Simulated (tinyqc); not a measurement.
# From current gain beta back to base width W

Model: minority-electron transport through the base of a bipolar transistor (Moll-Ross and Kroemer integrals). Computed by tinyqc, a small Python program. Command: `OMP_NUM_THREADS=1 python tinyqc.py 3031292 3031293 out.jsonl base inv`. One thread of a shared host (Intel(R) Xeon(R) Processor @ 2.30GHz), about 0.02 s of CPU time with the checks.

Low injection, one dimension, x from the emitter edge (0) to the collector edge (W), s = x/W. Recombination is treated as a small correction (valid for tau_B well below tau_n), computed from the stored charge.

Inputs (values chosen for the exercise, modelled on silicon):
```
quantity,value,unit
intrinsic density n_i at the emitter edge,9.8e+09,1/cm^3
base doping at the emitter edge N_0,1.1e+18,1/cm^3
mu_min,190,cm^2/(V s)
mu_max,1290,cm^2/(V s)
N_ref,1.2e+17,1/cm^3
saturation velocity v_s,1,1e7 cm/s
electron lifetime tau_n,13,ns
emitter Gummel number G_E,7.1e+12,s/cm^4
base-emitter voltage V_BE,0.65,V
temperature T,300,K
doping ratio N_0/N(W),3.3,-
gap narrowing across the base dE_g,93,meV
```

Base doping profile: exponential. Gap grading: linear. Exit of the base: infinite sink.

Constants: k_B = 8.617333262e-05 eV/K; e = 1.602176634e-19 C.

Method:
- N(x) = N_0 (ratio)^(-s); n_i(x)^2 = n_i^2 exp(s dE_g/k_B T); D(x) = (k_B T/e) mu, mu = mu_min + (mu_max - mu_min)/(1 + (N/N_ref)^0.7).
- With y(x) = N n_i^2/(D n_i(x)^2): base Gummel number G_B = int_0^W y dx; J_C = e n_i^2 exp(e V_BE/k_B T)/G_B; n(x) = (J_C/e)(n_i(x)^2/(N n_i^2)) [int_x^W y dx]; transit time tau_B = (e/J_C) int n dx; trapezoid rule on 401 even points.
- Emitter-limited gain beta_E = G_E/G_B; recombination-limited gain beta_R = tau_n/tau_B; 1/beta = 1/beta_E + 1/beta_R; f_T from the base alone = 1/(2 pi tau_B).

Task: A run gave the result below. Find the base width W, known to lie between 18 and 33 nm.

current gain beta = 128.711

Result:

Each step takes the trial c = (a f_b - b f_a)/(f_b - f_a), f being the result less the target and a, b, c the logarithms of the listed values; c replaces end b, the old b replaces a if the sign of f changed, and otherwise f_a is halved.

Scan of the range:
```
base width W (nm),current gain beta
18.0,183.462
19.9,165.934
22.0,150.084
24.4,135.311
27.0,122.270
29.8,110.771
33.0,100.018
```

False position (Illinois rule, in the logarithm of the input) inside the bracket:
```
step,end a,end b,trial,current gain beta
1,24.4000,27.0000,25.6829,128.546
2,24.4000,25.6829,25.6203,128.860
3,25.6829,25.6203,25.6500,128.711
4,25.6203,25.6500,25.6500,128.711
```

Current gain beta falls at every point of a 13-point scan of the range (every second point is shown), so one value fits; it is bracketed by 24.4 and 27.0. Answer: base width W = 25.65 nm.

Caution: the mean velocity exceeds v_s, so drift-diffusion with a low-field mobility overstates the speed. Caution: the base is only a few mean free paths wide, so transport is partly ballistic.
